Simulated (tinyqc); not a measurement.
# Access strength from the read disturbance

Inverse problem. Transistor (EKV form, voltages against the body): I = 2 n b Vt^2 [F(vp - Vs) - F(vp - Vd)] from drain to source, F(v) = ln^2(1 + exp(v/(2 Vt))), vp = (Vg - VT + sg |Vd - Vs|)/n. n-channel bodies are at 0; for the p-channel device all voltages are counted down from Vdd. b in uA/V^2 gives I in uA. In an SRAM read the low node Q obeys In(gate QB, drain Q) = Ip(gate QB, drain Q) + Ia, where the access transistor (threshold VTn) has its gate and drain at Vdd and its source at Q. Find Ia, ba and the cell ratio bn/ba.

Inputs (values chosen for the exercise):
- T = 300 K (temperature)
- Vdd = 0.6 V (supply voltage)
- n = 1.12 (slope factor)
- sg = 0.09 (drain-induced barrier lowering)
- VTn = 0.3 V (n-channel threshold)
- VTp = 0.33 V (p-channel threshold (magnitude))
- bn = 270 uA/V^2 (gain factor of the pull-down transistor)
- bp = 130 uA/V^2 (gain factor of the pull-up transistor)

Constants: q = 1.602176634e-19 C, kB = 1.380649e-23 J/K, Vt = kB T/q. Results are converted to the units shown.

Q and QB in the read (V): 0.055267040  0.59998043

Answer. The node equation gives Ia, which is proportional to ba.

Ia = 4.06 uA
ba = 110 uA/V^2
cell ratio = 2.45

Program tinyqc, `OMP_NUM_THREADS=1 python tinyqc.py 2340063 2340064 out.jsonl`; Intel Xeon 2.30GHz, shared host, one thread, about 0.1 s.
